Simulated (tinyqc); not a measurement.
Hole mobility in a silicon inversion layer, empirical terms and Matthiessen rule: one step of the calculation.

Inversion layer of sheet density Ns on a uniformly doped body. The mobility terms are empirical power laws with prefactors chosen for the exercise; adding their inverses (Matthiessen) is itself an approximation.

Task. Depletion charge and effective field. ni = sqrt(Nc Nv) exp(-Eg/(2 Vt)), Eg in volts; Ndep = sqrt(2 eps0 eps_r Nb (2 Vt ln(Nb/ni) + Vsb)/q); E = q (Ndep + eta Ns)/(eps0 eps_r), in MV/cm.

Values chosen for this exercise; material values close to those of silicon:
```
symbol,value,unit,meaning
T,293,K,temperature
Eg,1.13,eV,band gap
eps_r,11.6,,relative permittivity of the semiconductor
Nc,2.72e19,cm^-3,conduction-band density of states at T
Nv,2.55e19,cm^-3,valence-band density of states at T
Nb,2.2e17,cm^-3,body doping
Vsb,0.3,V,reverse body bias
eta,0.3333,,weight of the inversion charge in the effective field
Ns,3e12,cm^-2,inversion density
```

Constants: q = 1.602176634e-19 C, kB = 1.380649e-23 J/K, Vt = kB T/q, eps0 = 8.8541878128e-14 F/cm where lengths are in cm. Results are converted to the units shown.

Find: ni; Ndep; E.

Result.

ni = 5.037e9 cm^-3
Ndep = 1.831e12 cm^-2
E = 0.4416 MV/cm

The depletion charge gives 64.7 % of the field.

Program tinyqc, `OMP_NUM_THREADS=1 python tinyqc.py 2510038 2510039 out.jsonl`; Intel Xeon 2.30GHz, shared host, one thread, about 0.01 s.
